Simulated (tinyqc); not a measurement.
Metal-induced gap states at the contact of a metal chain and a two-band chain: one step. Density site by site. Three cases, with inputs chosen for the exercise.

Question. D1 = -Im G11/pi, D2 = (t g2)^2 D1, and each further period multiplies by l^2. The sum over all sites is (D1 + D2)/(1 - l^2). The Green functions stand in the order g1, g2.

The semiconductor alternates sites A at -Eg/2 and C at +Eg/2 with hopping -t; the gap runs from -Eg/2 to Eg/2. In the gap cosh(q a) = 1 + (Eg^2/4 - E^2)/(2 t^2) and the amplitude changes by -exp(-q a) a period. The metal has site energy 0 and hopping -tm; its end site has g_m = (E - i sqrt(4 tm^2 - E^2))/(2 tm^2). Sites 1, 2, ... count into the semiconductor, with energies e1, e2 alternating. The clean half chain has g1 = 1/(E - e1 - t^2 g2), g2 = 1/(E - e2 - t^2 g1), decaying root. With the contact G11 = 1/(1/g1 - tc^2 g_m), and the density on site j is -Im G_jj/pi = |psi_j/psi_1|^2 (-Im G11/pi), per spin, with psi_2/psi_1 = -t g2, psi_3/psi_2 = -t g1.

Give: density on sites 1 to 8; Ds, the density per spin summed over the semiconductor.

Case 1.

Values chosen (out of a larger set: gap and optical dielectric constant near those of HfO2; the chain itself is a model; not measured data): t = 2.87 eV (hopping in the semiconductor).

l = 0.4743765

g1, g2 (1/eV): [0.5078488, -0.1134031]

G11 = 0.4245160-0.1080576i 1/eV

Answer.

density on sites 1 to 8 (1/eV): [0.03440, 0.00364, 0.00774, 0.00082, 0.00174, 0.00018, 0.00039, 0.00004]

Ds, the density per spin summed over the semiconductor = 0.04909 1/eV

The first period holds 77 % of the gap states at this energy.

Case 2.

Values chosen (out of a larger set: gap and optical dielectric constant near those of GaAs; the chain itself is a model; not measured data): t = 2.28 eV (hopping in the semiconductor).

l = 0.7656446

g1, g2 (1/eV): [0.7101679, -0.2073942]

G11 = 0.4038069-0.3283461i 1/eV

Answer.

density on sites 1 to 8 (1/eV): [0.10452, 0.02337, 0.06127, 0.01370, 0.03592, 0.00803, 0.02105, 0.00471]

Ds, the density per spin summed over the semiconductor = 0.30906 1/eV

The first period holds 41 % of the gap states at this energy.

Case 3.

Values chosen (out of a larger set: gap and optical dielectric constant near those of Ge; the chain itself is a model; not measured data): t = 2.42 eV (hopping in the semiconductor).

l = 0.8685413

g1, g2 (1/eV): [-0.4456228, 0.3328069]

G11 = -0.2621937-0.2167859i 1/eV

Answer.

density on sites 1 to 8 (1/eV): [0.06901, 0.04476, 0.05205, 0.03377, 0.03927, 0.02547, 0.02962, 0.01921]

Ds, the density per spin summed over the semiconductor = 0.46315 1/eV

The first period holds 25 % of the gap states at this energy.

Computed by tinyqc, one run a case: `OMP_NUM_THREADS=1 python tinyqc.py N N+1 out.jsonl` with N = 1451262, 1451441, 1451634; one thread of a shared Intel(R) Xeon(R) Processor @ 2.30GHz, about 0.01 s a run at most.
